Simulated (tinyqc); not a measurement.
# Gate-all-around wire with two subbands, quantum capacitance: effects of single changes

phi is the Fermi level above the lowest subband edge, in volts; Vg is counted from the gate voltage at which an empty wire would have phi = 0. Both directions of motion are filled (equilibrium).

Values chosen for this exercise:
```
symbol,value,unit,meaning
T,400,K,temperature
eox,3.9,,relative permittivity of the gate insulator (close to silicon dioxide)
tox,4.4,nm,insulator thickness
md,0.3,m0,mass along the wire
gv,2,,valley degeneracy
E2,0.13,eV,second subband above the first
g2,2,,orbital degeneracy of the second subband
rw,2.9,nm,radius of the wire
Vg,0.51,V,gate voltage
```

Constants: q = 1.602176634e-19 C, kB = 1.380649e-23 J/K, hbar = 1.054571817e-34 J s, m0 = 9.1093837015e-31 kg, Vt = kB T/q, eps0 = 8.8541878128e-14 F/cm where lengths are in cm. Results are converted to the units shown.

Each table varies one quantity; the others keep the values above.

## Effect of the gate voltage

N1 = gv sqrt(2 md m0 kB T/(pi hbar^2)); n1 = N1 F(phi/Vt), n2 = g2 N1 F((phi - E2)/Vt), n = n1 + n2, F(e) = (1/sqrt(pi)) int_0^infinity u^(-1/2) du/(1 + exp(u - e)); Cq = q dn/dphi = (q N1/Vt) [F'(phi/Vt) + g2 F'((phi - E2)/Vt)]. Cox = 2 pi eps0 eox/ln(1 + tox/rw) per length; Vg = phi + q n/Cox. 1/C_G = 1/Cox + 1/(Cq); dphi/dVg = Cox/(Cox + Cq).

The same in every row: Cox (pF/cm) = 2.350.

Results:

| Vg (V) | phi (V) | n (cm^-1) | Cq (pF/cm) | C_G (pF/cm) | dphi/dVg | share of the second band (%) |
|---|---|---|---|---|---|---|
| -0.2 | -0.2012 | 1.789e4 | 0.08301 | 0.08018 | 0.9659 | 4.410 |
| -0.04 | -0.07933 | 5.770e5 | 2.516 | 1.215 | 0.4830 | 4.688 |
| 0.11 | -0.02960 | 2.048e6 | 7.574 | 1.794 | 0.2368 | 5.561 |
| 0.27 | 0.001578 | 3.938e6 | 11.81 | 1.960 | 0.1660 | 7.075 |
| 0.42 | 0.02434 | 5.804e6 | 14.36 | 2.020 | 0.1407 | 9.148 |
| 0.58 | 0.04558 | 7.840e6 | 16.34 | 2.055 | 0.1258 | 12.21 |
| 0.73 | 0.06358 | 9.776e6 | 18.21 | 2.082 | 0.1143 | 15.90 |
| 0.89 | 0.08091 | 1.187e7 | 20.60 | 2.110 | 0.1024 | 20.45 |
| 1.2 | 0.1095 | 1.600e7 | 25.83 | 2.154 | 0.08340 | 29.58 |

Estimate the missing row, Vg = 1.04 V.

Computed row:

| Vg (V) | phi (V) | n (cm^-1) | Cq (pF/cm) | C_G (pF/cm) | dphi/dVg | share of the second band (%) |
|---|---|---|---|---|---|---|
| 1.04 | 0.09549 | 1.386e7 | 23.13 | 2.133 | 0.09225 | 24.93 |

With this row back in the table: As Vg goes from -0.2 to 1.2, Cq rises from 0.0830 to 25.8 pF/cm, C_G/Cox rises from 0.0341 to 0.917 and n rises from 17900 to 1.60e7 cm^-1. Cq is below Cox for Vg = -0.2; there the density of states limits the response dn/dVg more than the insulator does.

## Effect of the mass along the wire

Same model as above.

The same in every row: Cox (pF/cm) = 2.350.

Effect of the mass along the wire:

| md (m0) | phi (V) | n (cm^-1) | Cq (pF/cm) | C_G (pF/cm) | dphi/dVg | share of the second band (%) |
|---|---|---|---|---|---|---|
| 0.02 | 0.1384 | 5.451e6 | 7.895 | 1.811 | 0.2294 | 39.01 |
| 0.034 | 0.1165 | 5.773e6 | 9.143 | 1.870 | 0.2045 | 31.93 |
| 0.057 | 0.09602 | 6.073e6 | 10.12 | 1.907 | 0.1884 | 25.10 |
| 0.097 | 0.07565 | 6.372e6 | 11.26 | 1.944 | 0.1727 | 18.97 |
| 0.16 | 0.05743 | 6.639e6 | 12.79 | 1.985 | 0.1552 | 14.52 |
| 0.28 | 0.03874 | 6.913e6 | 15.18 | 2.035 | 0.1341 | 11.09 |
| 0.47 | 0.02323 | 7.140e6 | 17.83 | 2.077 | 0.1164 | 9.021 |
| 0.8 | 0.008942 | 7.350e6 | 20.75 | 2.111 | 0.1018 | 7.633 |

Read the table: what changes, and by how much?

As md goes from 0.02 to 0.8, Cq rises from 7.90 to 20.7 pF/cm, C_G/Cox rises from 0.771 to 0.898 and n rises from 5.45e6 to 7.35e6 cm^-1. Cq exceeds Cox in every row, so the insulator is the tighter limit, though Cq still cuts C_G by up to 23 %.

Program tinyqc, `OMP_NUM_THREADS=1 python tinyqc.py 2200124 2200125 out.jsonl`; Intel Xeon 2.30GHz, shared host, one thread, about 0.01 s.
